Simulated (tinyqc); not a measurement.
# Changing the planarisation length

Model: chemical-mechanical planarisation: Preston law, pattern density and step-height reduction. Computed by tinyqc, a small Python program. Command: `OMP_NUM_THREADS=1 python tinyqc.py 3024046 3024047 out.jsonl cmp sweep`. One thread of a shared host (Intel(R) Xeon(R) Processor @ 2.30GHz), about 0.02 s of CPU time with the checks.

A row of 10 cells, repeated periodically, holds raised features that cover a share rho of each cell.

Inputs (values chosen for the exercise, close to those used for oxide polishing):

| quantity | value | unit |
|---|---|---|
| Preston coefficient K | 1e-13 | 1/Pa |
| pressure P | 36 | kPa |
| platen and carrier speed | 60 | rpm |
| distance between the centres | 16 | cm |
| initial step height h0 | 710 | nm |
| contact height h_c | 66 | nm |
| film above the raised areas z0 | 1300 | nm |
| cell size | 1.8 | mm |
| polish time t | 140 | s |

local pattern densities, cell by cell: 0.4  0.5  0.6  0.5  0.1  0.3  0.3  0.9  0.5  0.6

Method:
- With equal rotation speeds the relative speed is uniform, v = omega r_c; Preston rate R0 = K P v.
- The stiff pad averages the density: rho_eff(i) = sum_j w_ij rho_j / sum_j w_ij, w = exp(-2 d^2/L^2), L the planarisation length and d the distance between cell centres, summed over all periodic images of cell j.
- While h > h_c only raised areas polish, at R0/rho_eff, until t_c = rho_eff (h0 - h_c)/R0. After that h = h_c exp(-(t - t_c)/tau), tau = rho_eff h_c/R0; low areas polish at R0 (1 - h/h_c) and raised areas at R0 [1 + (1 - rho_eff) h/(rho_eff h_c)]. Removed from raised areas after t_c: h0 - h_c + R0 (t - t_c) + (1 - rho_eff)(h_c - h); from low areas: R0 (t - t_c) - rho_eff (h_c - h). Film left = z0 less the removal from raised areas.

One run for each value:

| planarisation length (mm) | range of film left across the row (nm) | largest remaining step (nm) | thinnest film left (nm) |
|---|---|---|---|
| 0.54 | 582.70 | 1.4703e+02 | 154.32 |
| 0.79 | 582.67 | 1.4701e+02 | 154.34 |
| 1.10 | 577.77 | 1.4408e+02 | 156.32 |
| 1.70 | 484.57 | 8.6255e+01 | 191.69 |
| 2.40 | 345.67 | 1.9622e+01 | 240.38 |
| 3.50 | 232.33 | 3.8310e+00 | 284.94 |
| 5.10 | 161.45 | 1.6531e+00 | 328.00 |
| 7.40 | 90.98 | 5.7410e-01 | 368.46 |
| 11.00 | 33.15 | 1.9831e-01 | 400.45 |

Describe and explain the trends.

Over the rows, range of film left across the row (nm) falls from 583 to 33.2; largest remaining step (nm) falls from 147 to 0.198 (exponent d ln y / d ln x -3.5e-4 between the first rows and -2.7 between the last); thinnest film left (nm) rises from 154 to 400. A long planarisation length makes every cell see the mean density.

Extremes, crossings and ranges named in words are read from the listed rows.
